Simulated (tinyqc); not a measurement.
Raising U: Hubbard chain of 4 sites, mean field against exact. Computed by the program tinyqc. 

one-body matrix (hopping and site energies) (eV):
```
,1,2,3,4
1,0.3600,-1.9400,0.0000,0.0000
2,-1.9400,0.4700,-1.9400,0.0000
3,0.0000,-1.9400,-0.4700,-1.9400
4,0.0000,0.0000,-1.9400,0.2500
```

electrons, up and down: 2  2

Collinear unrestricted mean field (the lowest of 40 random starts) against exact diagonalisation.

Exact and mean-field results (eV):
```
U,U/t,E exact,E mean field,mean |n_up - n_down|,"double occupancy, exact",first gap in the sector
0.9700,0.5000,-7.194019,-7.144584,0.0000,0.2263,2.0960
1.9400,1.0000,-6.366168,-6.168674,0.0000,0.2006,1.8735
3.8800,2.0000,-4.996961,-4.268484,0.3897,0.1535,1.5174
5.8200,3.0000,-3.962566,-2.985956,0.6929,0.1147,1.2489
7.7600,4.0000,-3.191410,-2.186008,0.8179,0.0855,1.0452
11.6400,6.0000,-2.173596,-1.298388,0.9171,0.0497,0.7705
15.5200,8.0000,-1.560182,-0.832075,0.9532,0.0313,0.6023
23.2800,12.0000,-0.881037,-0.356268,0.9792,0.0152,0.4146
38.8000,20.0000,-0.299353,0.028795,0.9925,0.0057,0.2531
```

In absolute terms mean field is worst at U/t = 4.0, 1.005 eV too high: at small U it is nearly exact, and at large U it misses only exchange-scale energies. Its local moments set in at U/t = 2.0 of those listed, a broken symmetry that the exact state of a finite cluster with equal spins does not have. Relative to the exact energy its error is 0.7 % at the smallest U, 110 % at most and 110 % at the largest. The double occupancy falls from 0.226 to 0.006.
